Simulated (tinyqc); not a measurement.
# Worked calculation: Weibull analysis of times to dielectric breakdown, with area scaling

tinyqc, about 0.01 s, one thread, Intel Xeon 2.30GHz (shared host): `OMP_NUM_THREADS=1 python tinyqc.py 2070036 2070037 out.jsonl` Printed values are rounded.

Breakdown times follow F(t) = 1 - exp(-(t/t63)^beta). The 7 times below were drawn at random from beta = 3, t63 = 3000 s and are treated as data; all samples failed.

Values chosen for this exercise:
```
symbol  value  unit                           meaning
A1       3900  um^2          area of a test capacitor
A2        1e7  um^2          gate area of the product
Fp       1e-6        allowed share of failed products
```

## Median ranks and the Weibull scale

t, i 1 to 7 (s): 1220  1650  1690  1860  3070  3910  4380

F_i = (i - 0.3)/(n + 0.4) for the sorted times, W_i = ln(-ln(1 - F_i)).

```
i	F	W	ln t
1	0.094595	-2.30888	7.10661
2	0.229730	-1.34318	7.40853
3	0.364865	-0.78984	7.43248
4	0.500000	-0.36651	7.52833
5	0.635135	0.00819	8.02943
6	0.770270	0.38584	8.27129
7	0.905405	0.85788	8.38480
```

## Straight-line fit

Least squares of W on ln t: beta = sum (x - mean x)(W - mean W)/sum (x - mean x)^2 with x = ln t, and ln t63 = mean x - mean W/beta.

beta = 2.08019
t63 = 2926.60 s

beta is 31 % below the value that made the data and t63 2.4 % below it.

## Iteration 1: likelihood estimate of beta

beta at the start = 2.1

Maximum likelihood: a(beta) = 1/beta with a = sum t^beta ln t/sum t^beta - mean ln t. Newton step: beta(new) = beta - [a - 1/beta]/[v + 1/beta^2], v the variance of ln t under the weights t^beta.

beta after iteration 1 = 2.37575

## Iteration 2: likelihood estimate of beta

As before.

beta after iteration 2 = 2.40908

## Course of the iteration

Stop when beta changes by less than 1e-9, or after 40 iterations.

Course of the iteration:
```
iteration	beta	change
1	2.37575	0.276
2	2.40908	0.0333
3	2.40949	4.06e-4
4	2.40949	5.91e-8
5	2.40949	< 1e-13
```

Converged in 5 iterations.

## Scale parameter and projection to the product

converged beta = 2.40949

t63 = (mean of t^beta)^(1/beta). Defects are spread at random, so -ln(1 - F) is proportional to the area: t63(A2) = t63 (A1/A2)^(1/beta), and the time to the share Fp is t63(A2) (-ln(1 - Fp))^(1/beta).

t63 = 2882.50 s
t63 of the product = 110.911 s
time to Fp = 0.358776 s
decades lost against t63 = 3.90495

The straight-line values give 0.0878 s for the time to Fp and the values that made the data 2.19 s: with 7 samples beta is uncertain by about 0.78/sqrt(n) = 29 %, and the projection hangs on 1/beta.
